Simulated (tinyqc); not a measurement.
AlGaN/GaN HEMT with access regions, lumped model: two steps of the calculation.

A polarisation-induced electron sheet under a Schottky gate, in series with two ungated access regions and contacts. Drift law v = mu E/(1 + mu E/vs) under the gate. Currents in mA/mm, resistances in ohm mm. No self-heating, no channel-length modulation; fits for polarisation, barrier and offset are chosen for the exercise.

Parameters, values chosen for the exercise; values close to those of AlGaN/GaN structures: aluminium share of the barrier x = 0.16; barrier thickness d = 15 nm; relative permittivity of barrier and channel eps_r = 9.3; channel mobility mu = 1100 cm^2/(V s); saturation velocity vs = 1.5e7 cm/s; gate length Lg = 0.5 um; source access length Ls = 1.5 um; drain access length Ld = 12 um; resistance of each contact Rc = 0.55 ohm mm; share of the drain-access electrons removed by traps ft = 0.13; gate voltage Vg = 0 V; critical field Ec = 3 MV/cm; depth over which the depleted charge spreads te = 0.42 um; insulator under the field plate tf = 200 nm; relative permittivity of that insulator ei = 7.

Constants: q = 1.602176634e-19 C, eps0 = 8.8541878128e-14 F/cm where lengths are in cm. Results are converted to the units shown.

Question 1. Polarisation charge, threshold and sheet resistance. sigma = (5e13 x + 1.6e13 x^2) cm^-2, phiB = 0.84 + 1.3 x, dEc = 0.7 (1.71 x + x^2) in volts, Cb = eps0 eps_r/d, VT = phiB - dEc - q sigma/Cb, access density n0 = -Cb VT/q. Rsh = 1/(q mu n0); largest access current q n0 vs.

Wanted: sigma; Cb; VT; n0; Rsh; q n0 vs.

Answer 1.

sigma = 8.4096e12 cm^-2
Cb = 0.54896 uF/cm^2
VT = -1.6158 V
n0 = 5.5364e12 cm^-2
Rsh = 1024.9 ohm
q n0 vs = 1330.5 mA/mm

Question 2. On-resistance and breakdown. Ron = 2 Rc + Ls/(q mu n0) + Ld/(q mu (1 - ft) n0) + Lg/(mu Cb (Vg - VT)). Off state: a depleted stretch that holds the voltage V has the peak field sqrt(k V), k = 2 q n0/(eps0 eps_r te), so one edge holds V1 = Ec^2/k. The sheet under the plate pinches off at Vf = q n0 (1/Cb + tf/(eps0 ei)); beyond it the gate edge is screened. BV = V1 if Vf >= V1, else Vf + V1, and at most Ec Ld. Specific resistance Ron (Ls + Lg + Ld); figure of merit BV^2 over it.

Find: Ron; Vf; V1; BV; specific resistance; figure of merit.

Answer 2.

Ron = 17.286 ohm mm
Vf = 30.239 V
V1 = 175.45 V
BV = 205.69 V
specific resistance = 2.4200 mohm cm^2
figure of merit = 17.483 MW/cm^2

The plate raises BV by a factor of 1.17.

Program tinyqc, `OMP_NUM_THREADS=1 python tinyqc.py 2570061 2570062 out.jsonl`; Intel Xeon 2.30GHz, shared host, one thread, about 0.01 s.
